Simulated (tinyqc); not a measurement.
Single-junction solar cell, detailed-balance limit: two steps of the calculation.

Every photon above the gap Eg makes one pair and none below is absorbed; carriers thermalise at T and move without loss. Jsc = q fs X Phi(Eg, Ts); the dark current is J0 = q ge Phi(Eg, T)/ERE with the Boltzmann factor exp(V/Vt). The efficiency is the electrical power over fs X sigma Ts^4.

Parameters, values chosen for the exercise:
- T = 320 K (cell temperature)
- Ts = 5760 K (temperature of the black-body sun)
- fs = 2.16e-5 (share of the hemisphere filled by the sun)
- X = 100 (concentration)
- ERE = 0.01 (external radiative efficiency)
- ge = 1 (number of faces that emit)
- Eg = 1.44 eV (band gap)

Constants: q = 1.602176634e-19 C, kB = 1.380649e-23 J/K, h = 6.62607015e-34 J s, c = 299792458 m/s. Results are converted to the units shown.

Problem 1. Photon flux of the source, term by term. Photon flux above E from a black body at temperature T into a hemisphere: Phi(E, T) = A sum_k exp(-k E/th)[E^2 th/k + 2 E th^2/k^2 + 2 th^3/k^3], k = 1, 2, ..., with th = kB T/q in eV and A = 2 pi q^3/(h^3 c^2). The first six terms at E = Eg, T = Ts are listed; the flux takes all.

Wanted: th; A; terms k = 1..6; Phi(Eg, Ts).

Solution 1.

th = 0.4964 eV
A = 9.883e22 cm^-2 s^-1 eV^-3
terms k = 1..6 (eV^3): [0.1090, 0.002183, 7.155e-5, 2.787e-6, 1.185e-7, 5.303e-9]
Phi(Eg, Ts) = 1.100e22 cm^-2 s^-1

Problem 2. Photocurrent, dark current and incident power. Jsc = q fs X Phi(Eg, Ts), J0 = q ge Phi(Eg, T)/ERE. Pin = fs X sigma Ts^4, sigma = 2 pi^5 kB^4/(15 h^3 c^2).

Wanted: Jsc; J0; Pin.

Solution 2.

Jsc = 3806 mA/cm^2
J0 = 1.970e-15 mA/cm^2
Pin = 1.348e4 mW/cm^2

Numbers from tinyqc (`OMP_NUM_THREADS=1 python tinyqc.py 2820022 2820023 out.jsonl`; about 0.01 s on one thread of a shared Intel Xeon 2.30GHz).
